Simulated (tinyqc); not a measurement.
Fully depleted semiconductor-on-insulator film with two gates, non-linear Poisson equation by Newton steps: one step of the calculation.

One dimension across the film, front interface at x = 0, back interface at x = ts. psi is counted from the intrinsic level, n = ni exp(psi/Vt) (source grounded), holes neglected, acceptors ionised. Gates act through Cox = eps0 eox/tox and Cbox = 3.9 eps0/tb with potentials G1 = Vg - (phiM - chi - Vt ln(Nc/ni)) and G2 = Vb - (phiB - chi - Vt ln(Nc/ni)). Classical Boltzmann densities, no interface charge, no depletion in the back plane.

Problem. Newton step. Solve a d_(i-1) + b_i d_i + a d_(i+1) = -F_i for all nodes. If the largest |d| exceeds 4 Vt, the whole step is scaled down so that it equals 4 Vt.

Parameters, values chosen for the exercise: temperature T = 400 K.

Constants: q = 1.602176634e-19 C, kB = 1.380649e-23 J/K, Vt = kB T/q. Results are converted to the units shown.

a = 8.1049873 uF/cm^2

```
node  diagonal b (F/cm^2)  residual F (C/cm^2)  psi at the start (V)
0           -9.1583194e-6         4.4323319e-7                   0.2
1           -1.6210523e-5       -4.5628482e-10                   0.2
2           -1.6210523e-5       -4.5628482e-10                   0.2
3           -1.6210523e-5       -4.5628482e-10                   0.2
4           -1.6210523e-5       -4.5628482e-10                   0.2
5           -1.6210523e-5       -4.5628482e-10                   0.2
6           -1.6210523e-5       -4.5628482e-10                   0.2
7           -8.1478926e-6        -5.7225615e-9                   0.2
```

Find: Newton step d, before damping; psi after iteration 1.

Solution.

```
node  Newton step d, before damping (V)  psi after iteration 1 (V)
0                                0.3963                     0.3379
1                                0.3931                     0.3368
2                                0.3900                     0.3357
3                                0.3869                     0.3346
4                                0.3840                     0.3336
5                                0.3811                     0.3326
6                                0.3784                     0.3317
7                                0.3757                     0.3307
```

Program tinyqc, `OMP_NUM_THREADS=1 python tinyqc.py 2190012 2190013 out.jsonl`; Intel Xeon 2.30GHz, shared host, one thread, about 0.3 s.
